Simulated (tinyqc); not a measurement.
Inside a calculation: Kane-Mele model of a buckled honeycomb layer in a normal field. Values are carried at full precision from step to step, so a last printed digit may differ when a step is redone from the rounded ones.

Sublattices A and B lie at +/-b, so the field gives them the energies +/-D, D = e b Ez (in eV for b in angstrom and Ez in V/angstrom); 2 lam is the gap at zero field. Near the valleys tau = +/-1, for spin sz = +/-1: H = hbar v (tau qx sx + qy sy) + m sz_AB with m = D - tau sz lam, hbar v = (sqrt3/2) a t. On the lattice the spin-orbit term is the second-neighbour hopping i (lam/3 sqrt3) nu sz, nu = +/-1 by the sense of the turn. The filled band of one cone contributes tau sign(m)/2 to the Chern number, in the sense Omega = curl of i<u|grad u>. Rashba terms are left out.

Constants: hbar^2/2m0 = 3.80998211 eV angstrom^2.

Parameters, chosen for this exercise:
```
symbol  value   unit        meaning
a       2.95    angstrom    lattice constant
t       0.94    eV          hopping
lam     0.14    eV          spin-orbit half gap
b       0.28    angstrom    half the buckling height
Ez      0.25    V/angstrom  normal field at the atoms, after screening; 0.01 is 1 MV/cm, and gates reach some 0.05
q       0.0032  1/angstrom  distance from K along x
```

## The four Dirac masses

Form D, hbar v, and for each flavour m, the gap 2|m|, the band mass 2c|m|/(hbar v)^2 with c = hbar^2/2m0, and the share of the Chern number.

D = 70.000 meV
hbar v = 2.4015 eV angstrom

Flavours:
```
tau  sz  m (meV)  gap (meV)  mass (m0)  share of C
1     1  -70.000    140.000    0.09249        -0.5
1    -1  210.000    420.000    0.27747         0.5
-1    1  210.000    420.000    0.27747        -0.5
-1   -1  -70.000    140.000    0.09249         0.5
```

## Invariants

C(up) and C(down) are the sums over valleys; spin Chern number (C(up) - C(down))/2; valley number, the sum for tau = +1 less that for tau = -1; Z2 index |C(up)| mod 2; critical field lam/b.

C(up), C(down): [-1, 1]

spin Chern number = -1
valley number = 0
Z2 = 1
critical field = 0.5000 V/angstrom

|D| < lam: the masses of one spin have opposite signs in the two valleys, a quantum spin Hall insulator.

## Levels and curvature at distance q

E = sqrt(m^2 + (hbar v q)^2); curvature of the filled band Omega = tau (hbar v)^2 m/(2 E^3).

At q:
```
tau  sz  E (meV)  Omega (angstrom^2)
1     1   70.421              -578.0
1    -1  210.141               65.26
-1    1  210.141              -65.26
-1   -1   70.421               578.0
```

In each valley the two spins differ by 139.720 meV, with opposite order in the other valley.

## Checks

- Curvature formula against a plaquette: both -578.0.

Run: tinyqc, `OMP_NUM_THREADS=1 python tinyqc.py 1482261 1482262 out.jsonl`; Intel(R) Xeon(R) Processor @ 2.30GHz, one thread, shared host; about 0.01 s of CPU time with all checks.
